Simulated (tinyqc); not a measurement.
Temperature: carrier statistics of a doped semiconductor with parabolic bands.

Eg(T) = Eg0 - al T^2/(T + be); m_de = Mv^(2/3) (ml mt^2)^(1/3); m_dh = (mhh^(3/2) + mlh^(3/2))^(2/3); Nc and Nv from N = 2 (m kB T/(4 pi c))^(3/2) with c = hbar^2/2m0, in 1/angstrom^3; times 1e24 for 1/cm^3.

Energies are counted from Ev, so Ec = Eg. n = Nc F_1/2((EF - Eg)/kT), p = Nv F_1/2(-EF/kT), ND+ = ND/(1 + 2 exp((EF - Eg + ED)/kT)), NA- = NA/(1 + 4 exp((EA - EF)/kT)); neutrality asks p + ND+ = n + NA-. F_j(eta) = (1/Gamma(j + 1)) integral_0^infinity x^j dx/(1 + exp(x - eta)), which tends to exp(eta) for eta << 0.

Constants: hbar^2/2m0 = 3.80998211 eV angstrom^2; kB = 8.617333262e-05 eV/K.

Values chosen for the exercise (near those of SiC; shifted at random, so the results belong to these values and not to a real crystal): Eg0 = 3.26 eV (gap at 0 K); al = 0.000615 eV/K (Varshni alpha); be = 1269 K (Varshni beta); ml = 0.316 m0 (longitudinal electron mass); mt = 0.414 m0 (transverse electron mass); Mv = 3 (equivalent valleys); mhh = 1.04 m0 (heavy-hole mass); mlh = 0.424 m0 (light-hole mass); ND = 1.9e+12 1/cm^3 (donors); NA = 5.4e+18 1/cm^3 (acceptors); ED = 0.06 eV (donor level below Ec); EA = 0.203 eV (acceptor level above Ev).

Neutrality solved at each temperature; ni = sqrt(Nc Nv) exp(-Eg/2kT).

Carriers (1/cm^3):
```
T (K)  EF (eV)         n         p  majority / |ND - NA|        ni  Eg (eV)
30      0.1682    <1e-99  5.95e-11              1.10e-29    <1e-99   3.2596
50      0.1449    <1e-99  5.60e+03              1.04e-15    <1e-99   3.2588
77      0.1141    <1e-99  1.49e+11              2.75e-08  7.96e-89   3.2573
120     0.1111    <1e-99  1.84e+14              3.40e-05  2.91e-50   3.2536
200     0.1240  2.38e-60  1.37e+16               0.00254  1.81e-22   3.2433
300     0.1433  3.01e-33  1.31e+17                0.0243  1.99e-08   3.2247
450     0.1779  6.32e-15  6.25e+17                 0.116      63.0   3.1876
600     0.2189  1.40e-05  1.37e+18                 0.254  4.39e+06   3.1415
800     0.2830       212  2.40e+18                 0.444  2.26e+10   3.0698
1000    0.3568  5.79e+06  3.23e+18                 0.598  4.34e+12   2.9890
```

Ionisation is incomplete: the majority density is below 90 % of the net doping at 30, 50, 77, 120, 200, 300, 450, 600, 800 and 1000 K, down to a share of 1.1e-29. No listed temperature gives a majority density within 10 % of the net doping. The majority density never exceeds the net doping by 10 %; ni is 4.34e+12 1/cm^3 at 1000 K against a net doping of 5.40e+18. EF goes from 0.168 eV to 0.357 eV, where midgap is 1.494 eV and the intrinsic level (Boltzmann) 1.522 eV.

Run: tinyqc, `OMP_NUM_THREADS=1 python tinyqc.py 1680203 1680204 out.jsonl`; Intel(R) Xeon(R) Processor @ 2.30GHz, one thread, shared host; about 0.01 s of CPU time with all checks.
